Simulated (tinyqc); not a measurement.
Carrier lifetime from Shockley-Read-Hall, radiative, Auger and surface recombination. Changing the generation rate G. Computed by tinyqc, a small Python program. Command: `OMP_NUM_THREADS=1 python tinyqc.py 3003137 3003138 out.jsonl lifetime sweep`. One thread of a shared host (Intel(R) Xeon(R) Processor @ 2.30GHz), about 0.01 s of CPU time with the checks.

Energies are counted from the top of the valence band. Boltzmann statistics, full ionisation, and equal excess densities of electrons and holes.

Inputs (values chosen for the exercise, with bands modelled on GaP):

| quantity | value | unit |
|---|---|---|
| gap E_g | 2.27 | eV |
| electron mass m_e | 0.491 | m_0 |
| valleys M_c | 3 | - |
| hole mass m_h | 0.82 | m_0 |
| temperature T | 300 | K |
| doping N | 3.6e+14 | cm^-3 |
| trap level E_t | 1.23 | eV |
| trap density N_t | 3e+14 | cm^-3 |
| electron cross-section sigma_n | 3.7e-14 | cm^2 |
| hole cross-section sigma_p | 4.3e-17 | cm^2 |
| radiative coefficient B | 1.5e-14 | cm^3/s |
| Auger coefficient C_n | 1e-30 | cm^6/s |
| Auger coefficient C_p | 1.9e-30 | cm^6/s |

Doping: n-type. Surface term: none.

Constants: m_0 = 9.1093837015e-31 kg; k_B = 1.380649e-23 J/K; h = 6.62607015e-34 J s; k_B = 8.617333262e-05 eV/K.

Method:
- N_c = 2 M_c (2 pi m_e k_B T/h^2)^(3/2) and N_v = 2 (2 pi m_h k_B T/h^2)^(3/2), masses in units of m_0.
- n_i = sqrt(N_c N_v) exp(-E_g/2 k_B T); majority density N/2 + sqrt(N^2/4 + n_i^2), minority density n_i^2 over it.
- v = sqrt(3 k_B T/m) with m_e or m_h; tau_n0 = 1/(sigma_n v_n N_t), tau_p0 = 1/(sigma_p v_p N_t); n1 = N_c exp(-(E_g - E_t)/k_B T), p1 = N_v exp(-E_t/k_B T).
- With n = n_0 + dn, p = p_0 + dn and U/dn = 1/tau: (n p - n_i^2)/dn = n_0 + p_0 + dn = s; 1/tau_SRH = s/[tau_p0 (n + n1) + tau_n0 (p + p1)]; 1/tau_rad = B s; 1/tau_Aug = (C_n n + C_p p) s; the rates add.
- dn solves dn/tau_eff(dn) = G (60 bisections in ln dn between 1e-2 and 1e22 cm^-3); the splitting of the quasi-Fermi levels is k_B T ln(n p/n_i^2).

One run for each value:

| generation rate G (cm^-3 s^-1) | steady excess density (cm^-3) | lifetime in the steady state (s) | quasi-Fermi splitting under G (eV) |
|---|---|---|---|
| 1.00e+16 | 6.0101e+10 | 6.0101e-06 | 1.4754 |
| 1.00e+17 | 6.0101e+11 | 6.0101e-06 | 1.5350 |
| 2.00e+18 | 1.2021e+13 | 6.0103e-06 | 1.6132 |
| 2.00e+19 | 1.2023e+14 | 6.0114e-06 | 1.6794 |
| 3.00e+20 | 1.8040e+15 | 6.0132e-06 | 1.7883 |
| 5.00e+22 | 1.8569e+17 | 3.7137e-06 | 2.0233 |
| 6.00e+23 | 5.5741e+17 | 9.2901e-07 | 2.0801 |
| 8.00e+24 | 1.3870e+18 | 1.7337e-07 | 2.1272 |
| 1.00e+26 | 3.2471e+18 | 3.2471e-08 | 2.1712 |

Give the missing row, generation rate G (cm^-3 s^-1) = 4.00e+21.

Computed row; columns: (1) generation rate G (cm^-3 s^-1); (2) steady excess density (cm^-3); (3) lifetime in the steady state (s); (4) quasi-Fermi splitting under G (eV):
```
(1)              (2)         (3)     (4)
4.00e+21  2.3772e+16  5.9429e-06  1.9173
```

Interpolating between the two neighbouring rows (the first column on a logarithmic scale, the others too where they are positive) misses most in steady excess density (cm^-3), by 21 %. Over the rows, steady excess density (cm^-3) rises from 6.01e10 to 3.25e18 (exponent d ln y / d ln x 1.0 between the first rows and 0.34 between the last); lifetime in the steady state (s) goes from 6.01e-6 through a maximum among these rows, 6.01e-6 at 3.00e20, to 3.25e-8; quasi-Fermi splitting under G (eV) rises from 1.48 to 2.17 (exponent d ln y / d ln x 0.017 between the first rows and 0.0081 between the last). At the low end the exponent of steady excess density is 1.00, close to 1: the lifetime is constant. At the high end the exponent of steady excess density is 0.34, close to 0.33: Auger recombination at high injection, G = C dn^3. The local ideality factor, d(splitting)/d(k_B T ln G), goes from 1.00 to 0.67; once dn is well above the equilibrium minority density it is 1 at low injection with a constant lifetime or for radiative recombination, 2 for first-order recombination at high injection and 2/3 for Auger recombination at high injection.

Caution (all rows): the trap density is not small against the doping, so trapped charge breaks the equality of the excess densities.

Extremes, crossings and ranges named in words are read from the listed rows.
